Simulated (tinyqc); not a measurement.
Optical gain and spontaneous emission in a bulk direct-gap semiconductor, step by step. Values are carried at full precision from step to step, so a last printed digit may differ when a step is redone from the rounded ones.

F_j(eta) = (1/Gamma(j + 1)) integral_0^infinity x^j dx/(1 + exp(x - eta)), which tends to exp(eta) for eta << 0.

Quasi-Fermi levels: n = Nc F_1/2(Fc/kT) and p = Nv F_1/2(Fv/kT), Fc counted up from the conduction edge and Fv down from the valence edge; Nc, Nv from N = 2 (m kB T/(4 pi c))^(3/2) with c = hbar^2/2m0, in 1/angstrom^3; times 1e24 for 1/cm^3, with me and (mhh^(3/2) + mlh^(3/2))^(2/3).

Constants: hbar^2/2m0 = 3.80998211 eV angstrom^2; kB = 8.617333262e-05 eV/K; fine-structure constant alpha = 0.007297352564; hbar = 6.58211957e-16 eV s; hbar c = 1973.269805 eV angstrom.

Values chosen for the exercise (near those of GaAs; the results hold for these values, not for the real material):
- me = 0.0683 m0 (electron mass)
- mhh = 0.488 m0 (heavy-hole mass)
- mlh = 0.0834 m0 (light-hole mass)
- n = 2.6e+18 1/cm^3 (injected density, n = p)
- T = 300 K
- Eg = 1.391 eV (direct gap)
- Ep = 25.3 eV (Kane energy)
- nr = 3.65 (refractive index)
- E = 1.429 eV (photon energy)

## Quasi-Fermi levels

Solve for Fc and Fv.

kT = 0.025852 eV
Nc = 4.479e+17 1/cm^3
Nv = 9.159e+18 1/cm^3
Fc = 0.0948 eV
Fv = -0.0300 eV
Fc + Fv = 0.0649 eV

The separation of the quasi-Fermi levels exceeds the gap, so photons between Eg and Eg + (Fc + Fv) see gain. The quasi-Fermi level of the electrons lies inside the band, that of the holes in the gap.

## Absorption of the empty crystal

Parabolic bands, vertical transitions, no excitons. For each hole band j: mr = me mj/(me + mj); joint density of states J_j(E) = (mr/c)^(3/2) sqrt(E - Eg)/(2 pi^2), both spins, c = hbar^2/2m0; averaged matrix element |e.p|^2 = m0 Ep/6; alpha_j(E) = 4 pi^2 alpha_f c Ep J_j/(3 nr E) in 1/angstrom (alpha_f the fine-structure constant, listed as alpha among the constants), times 1e8 for 1/cm.

Evaluate at E for heavy and light holes.

mr, J and alpha of each hole band:

| hole | mr (m0) | J (1/(eV angstrom^3)) | alpha (1/cm) |
|---|---|---|---|
| heavy | 0.05991 | 1.947e-05 | 3456.2 |
| light | 0.03755 | 9.662e-06 | 1714.8 |

The heavy-hole band gives 67 % of the total, 5171 1/cm.

## Occupations and gain at E

For band j the electron sits at Ee = (E - Eg) mr/me above its edge and the hole at Eh = (E - Eg) mr/mj; fe = 1/(1 + exp((Ee - Fc)/kT)), fh = 1/(1 + exp((Eh - Fv)/kT)); gain g = sum_j alpha_j (fe + fh - 1).

Use mr and alpha from the table.

Energies, occupations and gain of each hole band:

| hole | Ee (eV) | Eh (eV) | fe | fh | g (1/cm) |
|---|---|---|---|---|---|
| heavy | 0.0333 | 0.0047 | 0.915 | 0.208 | 424 |
| light | 0.0209 | 0.0171 | 0.946 | 0.139 | 146 |

total gain = 570 1/cm

E - Eg = 0.0380 eV is below Fc + Fv = 0.0649 eV, so both bands give gain (Bernard-Duraffourg).

## Spontaneous emission

Spontaneous rate: R = integral of (nr E/(hbar c))^2/(pi^2 hbar) sum_j alpha_j fe fh dE, with alpha in 1/cm and (nr E/(hbar c))^2 in 1/cm^2 (1e16 per 1/angstrom^2); B = R/(n p); lifetime n/R.

Integrate over photon energy.

R = 1.16e+27 1/(cm^3 s)
B = 1.72e-10 cm^3/s
radiative lifetime = 2.24 ns

## Checks

- B at n = 1e13 1/cm^3 against the van Roosbroeck-Shockley value from alpha and ni^2 (cm^3/s): both 2.56e-10.

Run: tinyqc, `OMP_NUM_THREADS=1 python tinyqc.py 1681265 1681266 out.jsonl`; Intel(R) Xeon(R) Processor @ 2.30GHz, one thread, shared host; about 0.1 s of CPU time with all checks.
